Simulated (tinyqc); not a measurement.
Quasi-harmonic thermal expansion with mode Grueneisen parameters: one step, computed by the program tinyqc. Command: `OMP_NUM_THREADS=1 python tinyqc.py 3022678 3022679 out.jsonl qha walk`. One thread of a shared host (Intel(R) Xeon(R) Processor @ 2.30GHz), about 0.03 s of CPU time with the checks.

A crystal with two atoms a cell; per atom there are 1 transverse acoustic (TA), 1/2 longitudinal acoustic (LA) and 3/2 optical (O) modes. Every frequency of group i scales as nu_i (V/V0)^(-gamma_i). Each group has one frequency. Static energy: E = (9 V0 B0/16) [y^3 B' + y^2 (2 - 4 y)], y = (V0/V)^(2/3) - 1, with pressure P_s = (3 B0/2) (z^7 - z^5) [1 + (3/4)(B' - 4)(z^2 - 1)], z = (V0/V)^(1/3).

Task: Mode groups at the static volume. For a mode with x = h nu/(k_B T), n = 1/(exp(x) - 1): U = h nu (n + 1/2), C/k_B = x^2 n (n + 1); U_i and C_i sum these over group i with its weight per atom. Phonon pressure P_ph = sum_i gamma_i U_i/V.

Inputs (values chosen for the exercise, modelled on magnesium oxide):

| quantity | value | unit |
|---|---|---|
| static volume V0 | 9.34 | angstrom^3/atom |
| frequency nu_TA | 8.32 | THz |
| frequency nu_LA | 13.6 | THz |
| frequency nu_O | 14.9 | THz |
| Grueneisen parameter gamma_TA | 1.2 | - |
| Grueneisen parameter gamma_LA | 1.5 | - |
| Grueneisen parameter gamma_O | 1.8 | - |
| temperature T | 800 | K |

Acoustic groups: Einstein.

Constants: h x 1 THz = 4.135667696 meV; k_B = 8.617333262e-05 eV/K; 1 eV/angstrom^3 = 160.2176634 GPa.

Give: Groups; phonon pressure at V0.

Result:

Groups:

| group | h nu_i/(k_B T) | U_i (meV) | C_i (k_B) | gamma_i C_i (k_B) |
|---|---|---|---|---|
| TA | 0.4991 | 70.36 | 0.9795 | 1.175 |
| LA | 0.8159 | 36.36 | 0.4732 | 0.7097 |
| O | 0.8939 | 110.2 | 1.404 | 2.527 |

phonon pressure at V0 = 5.787 GPa
